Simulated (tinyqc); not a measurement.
## Diffused layer (Gaussian), carriers, mobility and sheet resistance with incomplete ionisation: effect of the peak chemical concentration

A p-type layer from the surface x = 0 to the junction xj, N(x) = N0 exp(-(x/Ld)^2). Local neutrality (no depletion at surface or junction, no spilling of carriers), intrinsic carriers neglected, Boltzmann statistics.

xj = Ld sqrt(ln(N0/Nb)). Active dopant A = min(N, Ns); p solves p (p + Nb)/(A - Nb - p) = K, K = (NB/gd) exp(-E/Vt), E = max(Ei - ks A^(1/3), 0), so p = 2 K (A - Nb)/[Nb + K + sqrt((Nb + K)^2 + 4 K (A - Nb))]; mobility mu = m1 + (m2 (T/300 K)^(-bt) - m1)/(1 + ((A + Nb)/Nr)^am). Dose = integral of N, carrier sheet density = integral of p, 1/Rs = q integral of p mu, mean mobility 1/(q Rs sheet density), Hall mobility (unit Hall factor) = integral of p mu^2 over integral of p mu, Hall sheet density = (integral of p mu)^2/integral of p mu^2; all from 0 to xj. Integrals on 4000 steps.

Parameters, values chosen for the exercise; values close to those of boron in silicon over an n-type background:
```
symbol    value        unit                                 meaning
T           300           K                             temperature
Nb       4.2e14       cm^-3  background doping of the opposite type
m1           46  cm^2/(V s)           mobility limit at high doping
m2          480  cm^2/(V s)  mobility limit at low doping, at 300 K
Nr      2.25e17       cm^-3    reference doping of the mobility law
am        0.713                        exponent of the mobility law
bt          2.4                          temperature exponent of m2
Ns      1.94e20       cm^-3       solubility limit of active dopant
NB      2.65e19       cm^-3     valence-band density of states at T
Ei       0.0439          eV   ionisation energy in the dilute limit
gd            4                      degeneracy factor of the level
ks            0       eV cm              lowering of Ei per N^(1/3)
Ld           47          nm            diffusion length 2 sqrt(D t)
```

Constants: q = 1.602176634e-19 C, kB = 1.380649e-23 J/K, Vt = kB T/q. Results are converted to the units shown.

Result of one run:

| N0 (cm^-3) | xj (nm) | dose (cm^-2) | carriers (cm^-2) | Rs (ohm/square) | mean mobility (cm^2/(V s)) | Rs xj (ohm nm) | Hall/true sheet density |
|---|---|---|---|---|---|---|---|
| 3e18 | 140.0 | 1.250e13 | 6.808e12 | 6672 | 137.4 | 9.341e5 | 0.8833 |

What becomes of these results when the peak chemical concentration N0 is changed from 3e18 to 5.8e17 cm^-3, all else the same?

Result of the changed run:

| N0 (cm^-3) | xj (nm) | dose (cm^-2) | carriers (cm^-2) | Rs (ohm/square) | mean mobility (cm^2/(V s)) | Rs xj (ohm nm) | Hall/true sheet density |
|---|---|---|---|---|---|---|---|
| 5.8e17 | 126.4 | 2.416e12 | 1.921e12 | 1.402e4 | 231.7 | 1.772e6 | 0.9547 |

The whole series:

| N0 (cm^-3) | xj (nm) | dose (cm^-2) | carriers (cm^-2) | Rs (ohm/square) | mean mobility (cm^2/(V s)) | Rs xj (ohm nm) | Hall/true sheet density |
|---|---|---|---|---|---|---|---|
| 4.2e15 | 71.32 | 1.694e10 | 1.390e10 | 9.791e5 | 458.5 | 6.983e7 | 0.9999 |
| 9.5e15 | 83.00 | 3.908e10 | 3.539e10 | 3.959e5 | 445.6 | 3.286e7 | 0.9997 |
| 2.2e16 | 93.51 | 9.119e10 | 8.615e10 | 1.711e5 | 423.5 | 1.600e7 | 0.9988 |
| 4.9e16 | 102.5 | 2.037e11 | 1.940e11 | 8.222e4 | 391.4 | 8.431e6 | 0.9965 |
| 1.1e17 | 110.9 | 4.578e11 | 4.275e11 | 4.213e4 | 346.5 | 4.672e6 | 0.9908 |
| 2.6e17 | 119.2 | 1.083e12 | 9.536e11 | 2.270e4 | 288.4 | 2.704e6 | 0.9773 |
| 5.8e17 | 126.4 | 2.416e12 | 1.921e12 | 1.402e4 | 231.7 | 1.772e6 | 0.9547 |
| 1.3e18 | 133.2 | 5.415e12 | 3.680e12 | 9417 | 180.1 | 1.255e6 | 0.9219 |
| 3e18 | 140.0 | 1.250e13 | 6.808e12 | 6672 | 137.4 | 9.341e5 | 0.8833 |

As N0 goes from 4.2e15 to 3e18, xj rises from 71.3 to 140 nm, Rs falls from 9.79e5 to 6670 ohm/square, the mean mobility falls from 458 to 137 cm^2/(V s) and the share of the dose that conducts goes from 82.1 through a maximum of 95.2 (at N0 = 4.9e16 among the rows listed) to 54.5 %. Rs goes as dose^(-1.08) at the low end and dose^(-0.41) at the high end; constant mobility and activation would give -1.

tinyqc, about 0.01 s, one thread, Intel Xeon 2.30GHz (shared host): `OMP_NUM_THREADS=1 python tinyqc.py 2110021 2110022 out.jsonl`
